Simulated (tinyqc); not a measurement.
# Worked calculation: interface traps from C-V curves, high-low and Terman methods

tinyqc, about 0.01 s, one thread, Intel Xeon 2.30GHz (shared host): `OMP_NUM_THREADS=1 python tinyqc.py 2030063 2030064 out.jsonl` Printed values are rounded.

MOS capacitor on an n-type substrate; psi is the band bending, negative in depletion; only majority carriers are counted. At the bending psi the Fermi level lies y = xi - psi below the conduction edge at the surface, xi = Vt ln(Nc/Nd). Dit(y) = D0 + D1 exp(-y/E1); traps fill up to the Fermi level, follow the bias and a slow signal, and do not follow a fast one. V is the gate voltage from flat band.

Parameters, values chosen for the exercise; band and dielectric values close to those of silicon:
```
symbol    value         unit                                   meaning
T           300            K                               temperature
eps_r      11.5                                  relative permittivity
Nc      2.75e19        cm^-3    conduction-band density of states at T
Nd       3.6e15        cm^-3                             donor density
EOT         6.2           nm                equivalent oxide thickness
D0       3.3e11  cm^-2 eV^-1       trap density far from the band edge
D1       2.1e12  cm^-2 eV^-1  band-tail density at the conduction edge
E1         0.09           eV                  decay energy of the tail
n             8                                                 points
pa         -0.5            V                      deepest band bending
pb       -0.039            V                   shallowest band bending
```

Constants: q = 1.602176634e-19 C, kB = 1.380649e-23 J/K, Vt = kB T/q, eps0 = 8.8541878128e-14 F/cm where lengths are in cm. Results are converted to the units shown.

Range of the model: Traps more than about 25 kB T below the conduction edge emit electrons too slowly to follow an ordinary sweep, so the deepest points are idealised.

## The curves

Cox = 3.9 eps0/EOT, LD = sqrt(eps0 eps_r Vt/(q Nd)), u = psi/Vt, Cd = (eps0 eps_r/(sqrt(2) LD)) |exp(u) - 1|/sqrt(exp(u) - u - 1). Ideal V0 = psi - sqrt(2) (eps0 eps_r Vt/LD) sqrt(exp(u) - u - 1)/Cox for psi < 0; the traps add dV = (q/Cox) times the integral of Dit from 0 to psi = (q/Cox) [D0 psi + D1 E1 exp(-xi/E1) (exp(psi/E1) - 1)]. 1/C_HF = 1/Cox + 1/Cd, 1/C_LF = 1/Cox + 1/(Cd + q Dit). Take n equally spaced psi from pa to pb.

```
point    psi (V)    y (eV)  Dit (cm^-2 eV^-1)     V0 (V)      V (V)  C_HF (nF/cm^2)  C_LF (nF/cm^2)
0      -0.500000  0.731143         3.30622e11  -0.542372  -0.593989         23.8217         68.3087
1      -0.434143  0.665286         3.31294e11  -0.473462  -0.518810         25.5862         69.8737
2      -0.368286  0.599429         3.32690e11  -0.404295  -0.443355         27.8209         71.9218
3      -0.302429  0.533571         3.35591e11  -0.334790  -0.367523         30.7830         74.7605
4      -0.236571  0.467714         3.41622e11  -0.264819  -0.291144         34.9818         79.0017
5      -0.170714  0.401857         3.54158e11  -0.194138  -0.213887         41.5990         85.9964
6      -0.104857  0.336000         3.80217e11  -0.122202  -0.135025         53.9539         99.1737
7      -0.039000  0.270143         4.34387e11  -0.047452  -0.052620         82.7264         128.331
```

Cox = 556.957 nF/cm^2

At the deepest bending the traps stretch the gate voltage from -0.542 to -0.594 V.

## High-low extraction

q Dit = (1/C_LF - 1/Cox)^(-1) - (1/C_HF - 1/Cox)^(-1) at each point.

Dit by high-low, point 0 to 7 (cm^-2 eV^-1): 3.30622e11  3.31294e11  3.32690e11  3.35591e11  3.41622e11  3.54158e11  3.80217e11  4.34387e11

With a true high-frequency curve this returns Dit exactly.

## Terman extraction

psi at each point follows from C_HF and the ideal curve. Dit = (Cox/q) d(V - V0)/dpsi by central differences over the two neighbours.

Dit by Terman, point 1 to 6 (cm^-2 eV^-1): 3.31412e11  3.32936e11  3.36103e11  3.42687e11  3.56372e11  3.84820e11

The differences overstate the curved tail; the largest error is 1.2 %, at point 6.
